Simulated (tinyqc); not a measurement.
# Single-junction solar cell, detailed-balance limit: effects of single changes

Every photon above the gap Eg makes one pair and none below is absorbed; carriers thermalise at T and move without loss. Jsc = q fs X Phi(Eg, Ts); the dark current is J0 = q ge Phi(Eg, T)/ERE with the Boltzmann factor exp(V/Vt). The efficiency is the electrical power over fs X sigma Ts^4.

Parameters, values chosen for the exercise:
```
symbol,value,unit,meaning
T,300,K,cell temperature
Ts,5760,K,temperature of the black-body sun
fs,2.16e-5,,share of the hemisphere filled by the sun
X,500,,concentration
ERE,0.01,,external radiative efficiency
ge,1,,number of faces that emit
Eg,0.72,eV,band gap
```

Constants: q = 1.602176634e-19 C, kB = 1.380649e-23 J/K, h = 6.62607015e-34 J s, c = 299792458 m/s, Vt = kB T/q. Results are converted to the units shown.

Each table varies one quantity; the others keep the values above.

## Effect of the concentration

Photon flux above E from a black body at temperature T into a hemisphere: Phi(E, T) = A sum_k exp(-k E/th)[E^2 th/k + 2 E th^2/k^2 + 2 th^3/k^3], k = 1, 2, ..., with th = kB T/q in eV and A = 2 pi q^3/(h^3 c^2). J(V) = Jsc - J0 (exp(V/Vt) - 1); Voc = Vt ln(1 + Jsc/J0); at maximum power v = Vmp/Vt solves (1 + v) exp(v) = 1 + Jsc/J0. Pin = fs X sigma Ts^4, sigma = 2 pi^5 kB^4/(15 h^3 c^2). FF = Vmp Jmp/(Voc Jsc).

Result of one run:
```
X     Jsc (mA/cm^2)  Voc (V)  Eg/q - Voc (V)       FF  efficiency (%)
1000          74057  0.57188         0.14812  0.82135          25.801
```

What becomes of these results when the concentration X is changed from 1000 to 3000, all else the same?

Result of the changed run:
```
X     Jsc (mA/cm^2)  Voc (V)  Eg/q - Voc (V)       FF  efficiency (%)
3000       2.2217e5  0.60028         0.11972  0.82751          27.286
```

The whole series:
```
X     Jsc (mA/cm^2)  Voc (V)  Eg/q - Voc (V)       FF  efficiency (%)
1            74.057  0.39330         0.32670  0.76752          16.582
3            222.17  0.42170         0.29830  0.77841          18.031
10           740.57  0.45282         0.26718  0.78911          19.628
30           2221.7  0.48123         0.23877  0.79793          21.092
100          7405.7  0.51235         0.20765  0.80671          22.704
300           22217  0.54075         0.17925  0.81401          24.179
1000          74057  0.57188         0.14812  0.82135          25.801
3000       2.2217e5  0.60028         0.11972  0.82751          27.286
```

As X goes from 1 to 3000, Jsc rises from 74.1 to 2.22e5 mA/cm^2, Voc rises from 0.393 to 0.600 V and the efficiency rises from 16.6 to 27.3 %. Voc gains 59.5 mV a decade of concentration (Vt ln 10), while Jsc/Pin stays the same. For X = 1000 to 3000 Voc lies within 6 Vt of the gap, where the Boltzmann form of the emission begins to fail. For X = 300 to 3000 the current passes 20 A/cm^2, where series resistance and heating, left out here, would dominate.

## Effect of the temperature of the black-body sun

Same model as above.

FF = Vmp Jmp/(Voc Jsc).

Results:
```
Ts (K)  Jsc (mA/cm^2)  Voc (V)  Eg/q - Voc (V)      FF  efficiency (%)
3000             2860   0.4878          0.2322  0.7998           22.49
4400          1.381e4   0.5285          0.1915  0.8109           25.79
5100          2.394e4   0.5427          0.1773  0.8145           25.54
5800          3.794e4   0.5546          0.1654  0.8174           24.82
6500          5.638e4   0.5648          0.1552  0.8197           23.88
7200          7.981e4   0.5738          0.1462  0.8218           22.87
7900          1.088e5   0.5818          0.1382  0.8236           21.85
```

Estimate the missing row, Ts = 3700 K.

Computed row:
```
Ts (K)  Jsc (mA/cm^2)  Voc (V)  Eg/q - Voc (V)      FF  efficiency (%)
3700             6985   0.5108          0.2092  0.8063           25.07
```

With this row back in the table: As Ts goes from 3000 to 7900 K, Jsc rises from 2860 to 1.09e5 mA/cm^2, Voc rises from 0.488 to 0.582 V and the efficiency goes from 22.5 through a maximum of 25.8 (at Ts = 4400 K among the rows listed) to 21.9 %. For Ts = 7200 to 7900 K Voc lies within 6 Vt of the gap, where the Boltzmann form of the emission begins to fail. For Ts = 5100 to 7900 K the current passes 20 A/cm^2, where series resistance and heating, left out here, would dominate.

## Effect of the band gap

Same model as above.

FF = Vmp Jmp/(Voc Jsc).

Results:
```
Eg (eV)  Jsc (mA/cm^2)  Voc (V)  Eg/q - Voc (V)       FF  efficiency (%)
0.5              42786  0.35573         0.14427  0.75115          16.960
0.7              37571  0.53574         0.16426  0.81277          24.268
0.9              32131  0.71912         0.18088  0.84892          29.098
1.1              26878  0.90440         0.19560  0.87278          31.473
1.3              22063   1.0908         0.20915  0.88976          31.768
1.5              17818   1.2781         0.22194  0.90250          30.489
1.9              11155   1.6539         0.24608  0.92040          25.191
2.1             8674.9   1.8423         0.25769  0.92696          21.977
```

Estimate the missing row, Eg = 1.7 eV.

Computed row:
```
Eg (eV)  Jsc (mA/cm^2)  Voc (V)  Eg/q - Voc (V)       FF  efficiency (%)
1.7              14187   1.4658         0.23420  0.91243          28.147
```

With this row back in the table: As Eg goes from 0.5 to 2.1 eV, Jsc falls from 42800 to 8670 mA/cm^2, Voc rises from 0.356 to 1.84 V and the efficiency goes from 17.0 through a maximum of 31.8 (at Eg = 1.3 eV among the rows listed) to 22.0 %. A wider gap raises the voltage and loses photons, hence the maximum. At Eg = 0.5 eV Voc lies within 6 Vt of the gap, where the Boltzmann form of the emission begins to fail. For Eg = 0.5 to 1.3 eV the current passes 20 A/cm^2, where series resistance and heating, left out here, would dominate.

Computed by the program tinyqc: `OMP_NUM_THREADS=1 python tinyqc.py 2820135 2820136 out.jsonl`, one thread of a shared Intel Xeon 2.30GHz, about 0.01 s for the whole run.
